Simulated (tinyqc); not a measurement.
Coupled-perturbed Hartree-Fock on RHF in the sto-3g basis, for H3+, spin multiplicity 1, step by step. One step of it, computed by the program tinyqc.

Question. Response to a field: uncoupled start. Field along y; U_ai = -mu_ai / (e_a - e_i), alpha = -4 sum U_ai mu_ai.

orbital energies (hartree): MO1 -1.146293, MO2 -0.283763, MO3 0.407954

dipole integrals <a|y|i> (bohr):
```
,i1
a2,0.520547
a3,-0.461365
```

Give: uncoupled U; uncoupled polarisability.

Answer.

uncoupled U:
```
,i1
a2,-0.6035
a3,0.2968
```

uncoupled polarisability = 1.8044 bohr^3
